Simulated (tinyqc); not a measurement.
Model-solid line-up of a strained alloy layer on a substrate: one step. Strained band edges. Five cases, with inputs chosen for the exercise.

Problem. Give the hydrostatic shifts, the strain block and the edges.

Strained edges: Ec + ac tr(e); the valence edges are Ev plus the levels of the 6 x 6 matrix of X, Y, Z times spin with -Dso/3 + l exx + m (eyy + ezz) on the diagonal (cyclic), n exy off it, l = av + 2 b, m = av - b, n = sqrt(3) d. Spin-orbit term (Dso/3) L.sigma on X, Y, Z with (L_k)_ij = -i epsilon_kij: <X+|H|Y+> = -i Dso/3, <X+|H|Z-> = Dso/3, <Y+|H|Z-> = -i Dso/3, <Z+|H|X-> = -Dso/3, <Z+|H|Y-> = i Dso/3, <X-|H|Y-> = i Dso/3, and their conjugates; + and - are the spin along z.

Case 1.

Alloy at x (a in angstrom, C11, C12, C44 in GPa, all else in eV):
```
symbol       value
a         5.768080
Eg        1.657931
Dso       0.102560
Ev       -1.005900
ac       -6.539100
av        0.849900
b        -1.890300
d        -4.937200
C11     111.054000
C12      56.811000
C44      51.305000
```

strain tensor in the cubic axes:
```
             x            y           z
x  -0.02029792   0.00000000  0.00000000
y   0.00000000  -0.02029792  0.00000000
z   0.00000000   0.00000000  0.02076728
```

Case 2.

Alloy at x (a in angstrom, C11, C12, C44 in GPa, all else in eV):
```
symbol      value
a        6.187930
Eg       0.216707
Dso      0.513860
Ev      -0.321362
ac      -5.626800
av       0.814400
b       -1.845100
d       -3.918700
C11     79.647000
C12     43.251000
C44     37.022000
```

strain tensor in the cubic axes:
```
             x            y           z
x  -0.01598758   0.00000000  0.00000000
y   0.00000000  -0.01598758  0.00000000
z   0.00000000   0.00000000  0.01736358
```

Case 3.

Alloy at x (a in angstrom, C11, C12, C44 in GPa, all else in eV):
```
symbol       value
a         5.714000
Eg        1.226430
Dso       0.405350
Ev       -0.566078
ac       -7.174500
av        1.104500
b        -1.994500
d        -4.819500
C11     117.560000
C12      54.880000
C44      57.510000
```

strain tensor in the cubic axes:
```
             x            y            z
x   0.01337977  -0.01322156  -0.01322156
y  -0.01322156   0.01337977  -0.01322156
z  -0.01322156  -0.01322156   0.01337977
```

Case 4.

Alloy at x (a in angstrom, C11, C12, C44 in GPa, all else in eV):
```
symbol      value
a        6.255060
Eg       0.182527
Dso      0.582500
Ev      -0.208310
ac      -5.946400
av       0.711000
b       -1.872800
d       -4.056000
C11     76.954000
C12     41.604000
C44     35.776000
```

strain tensor in the cubic axes:
```
             x            y           z
x  -0.02494940   0.00000000  0.00000000
y   0.00000000  -0.02494940  0.00000000
z   0.00000000   0.00000000  0.02697702
```

Case 5.

Alloy at x (a in angstrom, C11, C12, C44 in GPa, all else in eV):
```
symbol       value
a         5.601700
Eg        2.208283
Dso       0.090100
Ev       -1.105565
ac       -7.357500
av        1.318000
b        -1.740000
d        -4.703000
C11     127.450000
C12      59.885000
C44      61.215000
```

strain tensor in the cubic axes:
```
             x            y            z
x   0.00508999  -0.00513905  -0.00513905
y  -0.00513905   0.00508999  -0.00513905
z  -0.00513905  -0.00513905   0.00508999
```

Give: ac tr(e), av tr(e); strain block; Ec and the three valence edges from the top; strained gap.

Solution.

Case 1.

ac tr(e), av tr(e) (eV): 0.1297  -0.0169

strain block (eV), lower triangle:
```
        X       Y        Z
X  0.0608
Y       0  0.0608
Z       0       0  -0.1721
```

Ec and the three valence edges from the top (eV): 0.7817  -0.9451  -1.0024  -1.2233

strained gap = 1.7268 eV

Strain moves the gap by +69 meV: +147 meV from the volume and -78 meV from the splitting of the valence edge, which always raises the top.

Case 2.

ac tr(e), av tr(e) (eV): 0.0822  -0.0119

strain block (eV), lower triangle:
```
        X       Y        Z
X  0.0496
Y       0  0.0496
Z       0       0  -0.1350
```

Ec and the three valence edges from the top (eV): -0.0224  -0.2717  -0.3786  -0.8633

strained gap = 0.2493 eV

Strain moves the gap by +33 meV: +94 meV from the volume and -62 meV from the splitting of the valence edge, which always raises the top.

Case 3.

ac tr(e), av tr(e) (eV): -0.2880  0.0443

strain block (eV), lower triangle:
```
        X       Y       Z
X  0.0443
Y  0.1104  0.0443
Z  0.1104  0.1104  0.0443
```

Ec and the three valence edges from the top (eV): 0.3724  -0.3678  -0.6321  -0.9707

strained gap = 0.7402 eV

Strain moves the gap by -486 meV: -332 meV from the volume and -154 meV from the splitting of the valence edge, which always raises the top.

Case 4.

ac tr(e), av tr(e) (eV): 0.1363  -0.0163

strain block (eV), lower triangle:
```
        X       Y        Z
X  0.0810
Y       0  0.0810
Z       0       0  -0.2108
```

Ec and the three valence edges from the top (eV): 0.1105  -0.1274  -0.2856  -0.8434

strained gap = 0.2379 eV

Strain moves the gap by +55 meV: +153 meV from the volume and -97 meV from the splitting of the valence edge, which always raises the top.

Case 5.

ac tr(e), av tr(e) (eV): -0.1123  0.0201

strain block (eV), lower triangle:
```
        X       Y       Z
X  0.0201
Y  0.0419  0.0201
Z  0.0419  0.0419  0.0201
```

Ec and the three valence edges from the top (eV): 0.9904  -1.0209  -1.1273  -1.1982

strained gap = 2.0113 eV

Strain moves the gap by -197 meV: -132 meV from the volume and -65 meV from the splitting of the valence edge, which always raises the top.

Computed by tinyqc, one run a case: `OMP_NUM_THREADS=1 python tinyqc.py N N+1 out.jsonl` with N = 1081531, 1081560, 1081568, 1081577, 1081596; one thread of a shared Intel(R) Xeon(R) Processor @ 2.30GHz, about 0.02 s a run at most.
